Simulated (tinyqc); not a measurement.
# From one set of inputs to another, one input at a time

Model: lateral field, substrate current, probability of reaching the oxide barrier and hot-carrier lifetime of a silicon transistor (pseudo-two-dimensional and lucky-electron models). Computed by tinyqc, a small Python program. Command: `OMP_NUM_THREADS=1 python tinyqc.py 3005441 3005442 out.jsonl hotcar ladder`. One thread of a shared host (Intel(R) Xeon(R) Processor @ 2.30GHz), about 0.01 s of CPU time with the checks.

Local-field models: a lucky carrier gains its energy at the peak field over a path free of collisions. Voltages are magnitudes.

The inputs printed are set A. Set A is modelled on a silicon n-channel; the values taken over come from a set modelled on a silicon p-channel. Inputs not listed in the table keep their values of set A, so the rows need not describe a real material.

Inputs (values chosen for the exercise, modelled on a silicon n-channel): channel length L = 520 nm; oxide thickness t = 9.5 nm; junction depth x_j = 120 nm; mobility mu = 390 cm^2/(V s); saturation velocity v_s = 0.82 1e7 cm/s; threshold voltage V_T = 0.45 V; gate voltage V_G = 2.2 V; drain voltage V_D = 4 V; ionisation prefactor A_i = 1.8e+06 1/cm; ionisation field B_i = 1.68 MV/cm; hot-carrier mean free path lambda = 8.4 nm; oxide barrier phi_b = 3.1 eV; interface-trap threshold phi_it = 3.7 eV; lifetime constant H = 3 s microampere/micrometre; length of the depleted extension L_n = 51 nm.

Drain: lightly doped extension.

Constants: eps_0 = 8.8541878128e-12 F/m.

Method:
- C_ox = 3.9 eps_0/t; F_sat = 2 v_s/mu; V_Dsat = V_ov F_sat L/(V_ov + F_sat L), V_ov = V_G - V_T; I_D/W = C_ox v_s (V_ov - V_Dsat).
- Scale length l = 0.22 t^(1/3) x_j^(1/2) (all in cm); F_m = sqrt(((V_D - V_Dsat)/l_e)^2 + F_sat^2), with l_e = l + L_n; length of the velocity-saturated region l_e ln((V_D - V_Dsat)/(l_e F_sat) + F_m/F_sat).
- Substrate current I_sub/I_D = (A_i/B_i)(V_D - V_Dsat) exp(-B_i/F_m); probability of reaching the oxide barrier exp(-phi_b/(e lambda F_m)); lifetime tau = (H/(I_D/W)) exp(phi_it/(e lambda F_m)).
- V_10 solves tau = 3.156e8 s at the given V_G. The extrapolation fits ln(tau) against 1/V_D at 1, 1.08, 1.16 and 1.25 times the given V_D (rounded to 3 digits) by least squares and reads off the same tau.

Each row keeps all changes above it; columns: (1) input moved; (2) from; (3) to; (4) substrate current I_sub/W (microampere/micrometre); (5) lifetime tau (s); (6) ten-year drain voltage V_10 (V):
```
(1)                                         (2)   (3)         (4)         (5)     (6)
set A                                         -     -  7.7194e-01  8.8736e+05   3.230
drain voltage V_D (V)                         4    23  2.0953e+03  1.6035e-01   3.230
length of the depleted extension L_n (nm)    51   230  5.3695e+02  5.6936e+00   6.439
threshold voltage V_T (V)                  0.45  0.58  4.7883e+02  6.3518e+00   6.427
gate voltage V_G (V)                        2.2    14  6.9135e+03  4.9821e-01   6.761
channel length L (nm)                       520  1800  2.9847e+03  1.8761e+00   9.779
junction depth x_j (nm)                     120   610  1.2619e+03  1.7928e+01  11.302
oxide thickness t (nm)                      9.5    49  7.9983e+01  1.7340e+03  13.892
```

Which inputs carry the difference?

Substrate current I_sub/W goes from 0.772 to 80.0, a factor 104 in all. The largest single move comes from drain voltage V_D (a factor 2710), and oxide thickness t works against it (a factor 0.0634). Lifetime tau goes from 887000 to 1730, a factor 0.00195 in all. The largest single move comes from drain voltage V_D (a factor 1.81e-7), and oxide thickness t works against it (a factor 96.7). Ten-year drain voltage V_10 goes from 3.23 to 13.9, a factor 4.30 in all. The largest single move comes from length of the depleted extension L_n (a factor 1.99). The single moves hold for this order of the switches; the total does not depend on the order.

Caution (rows drain voltage V_D, length of the depleted extension L_n, threshold voltage V_T, gate voltage V_G, channel length L, junction depth x_j, oxide thickness t): multiplication above 10 % feeds back on the field and the source barrier (snapback), which the model leaves out.

Extremes, crossings and ranges named in words are read from the listed rows.
